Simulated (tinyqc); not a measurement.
RKS/PBE0 in the sto-3g basis, for H3-, spin multiplicity 1, step by step. The basis has no diffuse functions, so it cannot describe the extra electron: this is an exercise in the method, not the real anion. One step of it, computed by the program tinyqc.

Task: Iteration 1: building the Kohn-Sham matrix. J_ij = sum D_kl (ij|kl), K_ij = sum D_kl (ik|jl); F = H + J - 0.125 K + V_xc; E = tr D H + tr D J / 2 - 0.0625 tr D K + E_xc + E_nn.

D at the start, order 1H 1s, 2H 1s, 3H 1s:
```
[[1.143160, 0.120996, 0.120989],
 [0.120996, 1.271036, 0.065607],
 [0.120989, 0.065607, 1.271090]]
```

core Hamiltonian H = T + V (hartree), order 1H 1s, 2H 1s, 3H 1s:
```
[[-1.647872, -1.096867, -1.095708],
 [-1.096867, -1.383873, -0.430663],
 [-1.095708, -0.430663, -1.383354]]
```

Two-electron integrals (ij|kl) in chemists' order, unique and non-zero (hartree):
```
(11|11) 0.774606   (21|11) 0.386581   (21|21) 0.233288   (22|11) 0.531286
(22|21) 0.386581   (22|22) 0.774606   (31|11) 0.386089   (31|21) 0.182832
(31|22) 0.243963   (31|31) 0.232769   (32|11) 0.132130   (32|21) 0.072816
(32|22) 0.112295   (32|31) 0.072746   (32|32) 0.025929   (33|11) 0.530954
(33|21) 0.244131   (33|22) 0.322832   (33|31) 0.386089   (33|32) 0.112295
(33|33) 0.774606
```

nuclear repulsion = 1.57898320 hartree

V_xc (hartree), order 1H 1s, 2H 1s, 3H 1s:
```
[[-0.402075, -0.221191, -0.220919],
 [-0.221191, -0.379424, -0.074862],
 [-0.220919, -0.074862, -0.379346]]
```

E_xc = sum of w rho eps_xc = -1.19483228 hartree

Give: Coulomb J; exchange K; Kohn-Sham matrix F; total energy of this density.

Result:

Coulomb J (hartree), order 1H 1s, 2H 1s, 3H 1s:
```
[[2.4400, 1.3538, 1.3523],
 [1.3538, 2.1696, 0.4751],
 [1.3523, 0.4751, 2.1691]]
```

exchange K (hartree), order 1H 1s, 2H 1s, 3H 1s:
```
[[1.6889, 1.1771, 1.1760],
 [1.1771, 1.4101, 0.5940],
 [1.1760, 0.5940, 1.4094]]
```

Kohn-Sham matrix F (hartree), order 1H 1s, 2H 1s, 3H 1s:
```
[[0.1789, -0.1114, -0.1113],
 [-0.1114, 0.2300, -0.1046],
 [-0.1113, -0.1046, 0.2302]]
```

total energy of this density = -1.478522 hartree

This density is the starting one; it is not idempotent, so its energy is not variational and may lie below the converged one.
